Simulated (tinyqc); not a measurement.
Charge control and current of a heterostructure field-effect transistor: one step, computed by the program tinyqc. Command: `OMP_NUM_THREADS=1 python tinyqc.py 3015921 3015922 out.jsonl hemt walk`. One thread of a shared host (Intel(R) Xeon(R) Processor @ 2.30GHz), about 0.01 s of CPU time with the checks.

Two subbands in a triangular well; E_F is counted from the conduction band edge of the channel at the interface.

Task: Saturation current. With V = e n_s/C_g and V_c = v_s L/mu: for v = mu F up to v_s, I/W = C_g v_s V_c (sqrt(1 + (V/V_c)^2) - 1) and V_Dsat = V + V_c - sqrt(V^2 + V_c^2); g_m = dI/dV; extrinsic g_m/(1 + g_m R_S); f_T = g_m/(2 pi C_g L).

Inputs (values chosen for the exercise, modelled on AlGaN/GaN):
```
quantity                     value        unit
conduction band offset dE_c   0.43          eV
mobility mu                   2000  cm^2/(V s)
saturation velocity v_s        1.3    1e7 cm/s
gate length L                  180          nm
source resistance R_S         0.12      ohm mm
temperature T                  300           K
```

Charge source: polarisation. Velocity law: two-piece.

sheet density n_s = 1.429487e+13 1/cm^2

gate capacitance C_g = 0.2227737 microfarad/cm^2

Constants: e = 1.602176634e-19 C.

Give: V; V_c; V_Dsat; saturation current I/W; intrinsic g_m; extrinsic g_m; intrinsic f_T.

Result:

V = 10.281 V

V_c = 0.117 V

V_Dsat = 0.11633 V

saturation current I/W = 2943.7 mA/mm

intrinsic g_m = 289.59 mS/mm

extrinsic g_m = 279.86 mS/mm

intrinsic f_T = 114.94 GHz

V/V_c = 87.87: velocity saturation rules; I is 99 % of e n_s v_s = 2980 mA/mm. Caution: E_F lies above the conduction band minimum of the barrier, so electrons would spill into the barrier.
